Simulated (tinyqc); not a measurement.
# p-n diode, drift-diffusion by the Gummel loop with Scharfetter-Gummel fluxes: effects of single changes

Abrupt junction at x = 0, p side from -Lp, n side to Ln, ohmic contacts. psi is counted from the intrinsic level; n = ni exp((psi - phin)/Vt), p = ni exp((phip - psi)/Vt). Contacts: p side psi = V - Vt ln(Na/ni), p = Na, n = ni^2/Na; n side psi = Vt ln(Nd/ni), n = Nd, p = ni^2/Nd. Constant mobilities, D = mu Vt, Boltzmann statistics, SRH recombination through a mid-gap level, U = (n p - ni^2)/(tp (n + ni) + tn (p + ni)). Current is positive from the p contact to the n contact.

Parameters, values chosen for the exercise; band and dielectric values close to those of indium phosphide: temperature T = 350 K; band gap Eg = 1.34 eV; relative permittivity eps_r = 12.5; conduction-band density of states at T Nc = 7.04e17 cm^-3; valence-band density of states at T Nv = 1.37e19 cm^-3; acceptor density of the p side Na = 1.4e17 cm^-3; donor density of the n side Nd = 7.4e15 cm^-3; electron mobility mun = 3600 cm^2/(V s); hole mobility mup = 150 cm^2/(V s); SRH lifetime of electrons tn = 9e-9 s; SRH lifetime of holes tp = 2e-7 s; length of the p side Lp = 5.7 um; length of the n side Ln = 1.4 um; uniform generation rate G = 0 cm^-3 s^-1.

Constants: q = 1.602176634e-19 C, kB = 1.380649e-23 J/K, Vt = kB T/q, eps0 = 8.8541878128e-14 F/cm where lengths are in cm. Results are converted to the units shown.

Each table varies one quantity; the others keep the values above.

## Current against voltage in the dark

ni = sqrt(Nc Nv) exp(-Eg/(2 Vt)), Eg in volts. Poisson and both continuity equations are solved self-consistently with Scharfetter-Gummel fluxes on a graded mesh of 500 nodes. J_scr is q times the integral of U between -xp and xn. Ideal diffusion current J_id = q ni^2 [Dn coth(wp/Le)/(Le Na) + Dp coth(wn/Lh)/(Lh Nd)] (exp(V/Vt) - 1), Le = sqrt(Dn tn), Lh = sqrt(Dp tp), wp = Lp - xp, wn = Ln - xn, with xp and xn from the depletion approximation (W = sqrt(2 eps0 eps_r (Vbi - V)(1/Na + 1/Nd)/q), xp = W Nd/(Na + Nd), xn = W Na/(Na + Nd), Vbi = Vt ln(Na Nd/ni^2)). Ideality factor = 0.004 V/(Vt ln[J(V + 0.004 V)/J(V)]). Here G = 0.

In this table G = 0 cm^-3 s^-1.

Results:
```
V (V),J (A/cm^2),ideality factor,J_scr/J (%),J_id (A/cm^2),share recombining at the contacts (%),larger minority/doping at -xp and xn
0.21,1.34e-7,1.84,99.5,6.27e-10,0.447,1.45e-11
0.3,6.66e-7,1.87,98.2,1.22e-8,1.75,2.85e-10
0.39,3.38e-6,1.79,93.1,2.37e-7,6.69,5.58e-9
0.48,1.98e-5,1.56,77.0,4.61e-6,22.2,1.09e-7
0.66,0.00208,1.09,18.1,0.00173,78.8,4.09e-5
0.75,0.0349,1.03,5.62,0.0335,90.7,7.80e-4
0.84,0.637,1.03,1.62,0.647,94.4,0.0141
0.93,10.8,1.12,0.446,12.4,95.2,0.197
```

Estimate the missing row, V = 0.57 V.

Computed row:
```
V (V),J (A/cm^2),ideality factor,J_scr/J (%),J_id (A/cm^2),share recombining at the contacts (%),larger minority/doping at -xp and xn
0.57,1.63e-4,1.27,45.9,8.94e-5,52.1,2.12e-6
```

With this row back in the table: J rises from 1.34e-7 to 10.8 A/cm^2; the ideality factor moves up and down between 1.03 and 1.87. Recombination in the depleted layer carries over half of the current up to V = 0.48 V, where the factor is 1.56; it grows roughly as exp(V/2 Vt), so diffusion overtakes it. Where the factor is lowest (V = 0.84 V), J is 1.5 % below the ideal diffusion current. From V = 0.93 V on the minority density at an edge of the layer exceeds a tenth of the doping, and in the last row J is 13 % below the ideal value.

## Effect of the length of the p side at fixed bias

Same model as above.

In this table V = 0.74 V.

Results:
```
Lp (um),J (A/cm^2),ideality factor,J_scr/J (%),J_id (A/cm^2),share recombining at the contacts (%),larger minority/doping at -xp and xn
5.7,0.0253,1.04,6.43,0.0241,89.9,5.63e-4
9.4,0.0237,1.04,6.86,0.0225,87.4,5.63e-4
15,0.0230,1.04,7.07,0.0218,84.6,5.63e-4
42,0.0227,1.04,7.16,0.0215,80.3,5.62e-4
69,0.0227,1.04,7.16,0.0215,80.0,5.62e-4
110,0.0227,1.04,7.17,0.0215,80.0,5.62e-4
```

Estimate the missing row, Lp = 25 um.

Computed row:
```
Lp (um),J (A/cm^2),ideality factor,J_scr/J (%),J_id (A/cm^2),share recombining at the contacts (%),larger minority/doping at -xp and xn
25,0.0228,1.04,7.15,0.0216,81.8,5.63e-4
```

With this row back in the table: As Lp rises from 5.7 to 110, J falls from 0.0253 to 0.0227 A/cm^2, the share of the depleted layer rises from 6.43 to 7.17 % and the share lost at the contacts falls from 89.9 to 80.0 %. The exponent d ln J/d ln Lp is -0.13 between the first two rows and 0.00 between the last two. J less J_scr is 2.2 % below J_id in the last row.

Program tinyqc, `OMP_NUM_THREADS=1 python tinyqc.py 2240169 2240170 out.jsonl`; Intel Xeon 2.30GHz, shared host, one thread, about 0.2 s.
